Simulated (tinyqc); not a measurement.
Length offset and series resistance from crossing lines.

Problem. R_total = Rs + k (L - dL)/Vo with constant Rs, dL and k. Find k, dL and Rs.

R_total at (L, Vo) = (50, 0.34), (150, 0.34), (50, 0.74) and (150, 0.74), L in nm and Vo in V (ohm um): 823.64706  1882.4706  583.83784  1070.3243

Answer. At each overdrive R is a straight line in L with slope k/Vo; the two lines cross at L = dL, R = Rs.

k = 3.60 ohm um V/nm
dL = 8.10 nm
Rs = 380 ohm um

tinyqc, about 0.03 s, one thread, Intel Xeon 2.30GHz (shared host): `OMP_NUM_THREADS=1 python tinyqc.py 2282299 2282300 out.jsonl`
